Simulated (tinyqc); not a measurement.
Effective charge: two electrons on one impurity (helium-like model).

Units Ha* = 2 Ry m/eps^2 and a* = a0 eps/m. One electron is bound by Z^2/2. Two electrons in the singlet built from exp(-a r) and exp(-b r): S = 8 (ab)^(3/2)/(a + b)^3, h_aa = a^2/2 - Z a, h_bb alike, h_ab = S (ab/2 - Z (a + b)/2), J = ab (a^2 + 3ab + b^2)/(a + b)^3, K = 20 (ab)^3/(a + b)^5, E = (h_aa + h_bb + 2 S h_ab + J + K)/(1 + S^2). For a = b this is a^2 - 2 Z a + 5a/8. Real double donors are deeper, since the central cell is left out.

Inputs chosen for the exercise (out of a larger set: near those of impurities in Si; not measured data):
```
symbol  value                                       unit  meaning
m       0.306                                       m0    one mean mass
eps     11.4                                              dielectric constant
Zs      (0.98, 1.05, 1.13, 1.53, 1.95, 2.75, 3.69)        charges
```

Ha* = 64.0711 meV

Binding of the first electron, of the second (-E - Z^2/2) with equal and with unequal orbitals, and U, the first less the second (unequal).

Results (meV):
```
Z     first  second, equal  second, unequal   a/b      U  U/(Z Ha*)
0.98   30.8          -2.22             0.46  3.92   30.3      0.483
1.05   35.3          -0.47             1.99  3.25   33.3      0.495
1.13   40.9           1.91             4.21  2.86   36.7      0.507
1.53   75.0          19.98            21.93  2.13   53.1      0.541
1.95  121.8          49.99            51.79  1.86   70.0      0.560
2.75  242.3         138.40           140.10  1.63  102.2      0.580
3.69  436.2         294.69           296.33  1.50  139.9      0.592
```

What can be read from this table?

Equal orbitals bind a second electron only above Z = (5/16)/(1 - 1/sqrt2) = 1.067; unequal ones do so in 7 of the 7 rows. Their gain is 2.68 meV in the first row and 1.63 in the last, while the second binding grows to 296 meV, so the gain decides the matter only near Z = 1. U grows almost linearly with Z: U/(Z Ha*) goes from 0.483 to 0.592, towards 5/8, while the first binding grows as Z^2. Angular correlation is left out: at Z = 1 this function binds the second electron by 0.0133 Ha*, half the exact 0.0278.

Computed by tinyqc, a small Python program: `OMP_NUM_THREADS=1 python tinyqc.py 1251388 1251389 out.jsonl` (the numbers bound the seed that draws the inputs); one thread of a shared host (Intel(R) Xeon(R) Processor @ 2.30GHz), about 0.02 s for the whole set of steps.
